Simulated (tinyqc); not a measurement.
Bond unit of a tetrahedral oxide and its oxygen vacancy in tight binding, step by step. Values are carried at full precision from step to step, so a last printed digit may differ when a step is redone from the rounded ones.

Two sp3 hybrids h1, h2 at eh = (es + 3 ep)/4 point at one oxygen with orbitals s, px, py, pz; x joins the two cations, z bisects the angle phi, and th = (180 - phi)/2. With u = hbar^2/(m d^2) = 2c/d^2, c = hbar^2/2m0: Vhs = -(1.32 + sqrt3 x 1.42) u/2 and Vhp = (1.42 + sqrt3 x 2.22) u/2. <h|s> = Vhs for both; <h1|px> = Vhp cos(th), <h2|px> = -Vhp cos(th); <h|pz> = Vhp sin(th) for both; py is a lone pair. The unit holds 8 electrons. Coupling between units, which widens the levels into bands, is left out.

Constants: hbar^2/2m0 = 3.80998211 eV angstrom^2.

Values chosen for the exercise (near tabulated values for SiO2; not measured data):
- es = -14.67 eV (s level of the cation)
- ep = -7.68 eV (p level of the cation)
- eos = -34.44 eV (s level of oxygen)
- eop = -16.59 eV (p level of oxygen)
- d = 1.6 angstrom (cation-oxygen distance)
- phi = 145 degrees (bond angle at oxygen)
- R = 2.71 angstrom (cation-cation distance across the vacancy)

## Level and couplings

Form eh, u, Vhs, Vhp and th.

eh (hybrid level) = -9.4275 eV
u = 2.9765 eV

Vhs, Vhp (eV): [-5.6250, 7.8360]

th = 17.5 degrees

## The matrix

Fill it in.

H (eV), rows h1, h2, s, px, py, pz and columns alike:
```
[[-9.4275, 0, -5.6250, 7.4733, 0, 2.3563],
 [0, -9.4275, -5.6250, -7.4733, 0, 2.3563],
 [-5.6250, -5.6250, -34.4400, 0, 0, 0],
 [7.4733, -7.4733, 0, -16.5900, 0, 0],
 [0, 0, 0, 0, -16.5900, 0],
 [2.3563, 2.3563, 0, 0, 0, -16.5900]]
```

## Levels, weights and charge

Diagonalise; the four lowest levels are filled. The excess of electrons on oxygen is twice the oxygen weight of the filled levels less 6.

levels (eV): [-36.7992, -24.1679, -17.5277, -16.5900, -6.1305, -1.8496]

weights, rows h1, h2, s, px, py, pz; columns level 1, level 2, level 3, level 4, level 5, level 6:
```
[[0.040, 0.170, 0.036, 0.000, 0.424, 0.330],
 [0.040, 0.170, 0.036, 0.000, 0.424, 0.330],
 [0.917, 0.000, 0.016, 0.000, 0.067, 0.000],
 [0.000, 0.660, 0.000, 0.000, 0.000, 0.340],
 [0.000, 0.000, 0.000, 1.000, 0.000, 0.000],
 [0.002, 0.000, 0.912, 0.000, 0.086, 0.000]]
```

highest filled to lowest empty = 10.4595 eV
excess electrons on oxygen = 1.015

The highest filled level is the py orbital of oxygen (100 %) and the lowest empty one is 85 % cation hybrid, even under exchange of the two cations. The spacing is that of an isolated unit and exceeds the gap of the solid.

## The odd block in closed form

The combination (h1 - h2)/sqrt2 couples to px alone, with W2 = sqrt2 Vhp cos(th); W3 = (eh - eop)/2; levels (eh + eop)/2 -/+ sqrt(W2^2 + W3^2); polarity W3/sqrt(W2^2 + W3^2).

W2, W3 (eV): [10.5689, 3.5812]

levels of the odd block (eV): [-24.1679, -1.8496]

polarity = 0.3209

## The neutral oxygen vacancy

Without the oxygen the two hybrids face each other at distance R and couple by -V2, V2 = 3.22 x 2c/R^2, c = hbar^2/2m0: a bond at eh - V2 with two electrons and an antibond at eh + V2. Levels are measured from eop, the lone-pair level that stands for the top of the valence band.

Form V2 and the two levels above eop. R is a chosen distance; in real silica the neutral vacancy relaxes to about 2.5 angstrom.

V2 = 3.3410 eV

levels above eop (eV): bond 3.8215, lone hybrid 7.1625, antibond 10.5035

bond-antibond splitting = 6.6819 eV

The filled bond lies 3.82 eV above the lone pairs, so it can trap a hole; the antibond lies above the lowest empty level of the intact unit (10.46 eV). A lone hybrid, as in a dangling bond, sits at 7.16 eV.

## Checks

- Levels of the odd block against the full matrix: they agree to 1e-10 or better.

Program tinyqc; command `OMP_NUM_THREADS=1 python tinyqc.py 1482031 1482032 out.jsonl`; about 0.01 s on one thread of a shared Intel(R) Xeon(R) Processor @ 2.30GHz.
